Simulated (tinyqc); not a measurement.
From results back to parameters: static screening by free carriers.

Problem. At zero temperature the gas shows Friedel oscillations of period pi/kF and a Thomas-Fermi length 1/qTF; n and m are hidden.

kF = (3 pi^2 n/Mv)^(1/3), EF = c kF^2/m with c = hbar^2/2m0, n in 1/angstrom^3 (1e-24 per 1/cm^3), e2 = e^2/(4 pi eps0). Thomas-Fermi: qTF^2 = 6 pi e2 n/(eps EF). Debye: qD^2 = 4 pi e2 n/(eps kB T).

Constants: hbar^2/2m0 = 3.80998211 eV angstrom^2; e^2/(4 pi eps0) = 14.39964547 eV angstrom.

Parameters, chosen for this exercise (out of a larger set: near those of Si; not measured data): Mv = 6 (valleys); eps = 11.6 (background dielectric constant).

period = 64.8860 angstrom
1/qTF = 7.17133 angstrom

Find: kF; n; m.

Solution. kF = pi/period and n = Mv kF^3/(3 pi^2); qTF^2 = 2 e2 Mv m kF/(pi eps c) then gives m.

kF = 0.04842 1/angstrom
n = 2.30e+19 1/cm^3
m = 0.323 m0

Program tinyqc; command `OMP_NUM_THREADS=1 python tinyqc.py 1681186 1681187 out.jsonl`; about 0.01 s on one thread of a shared Intel(R) Xeon(R) Processor @ 2.30GHz.
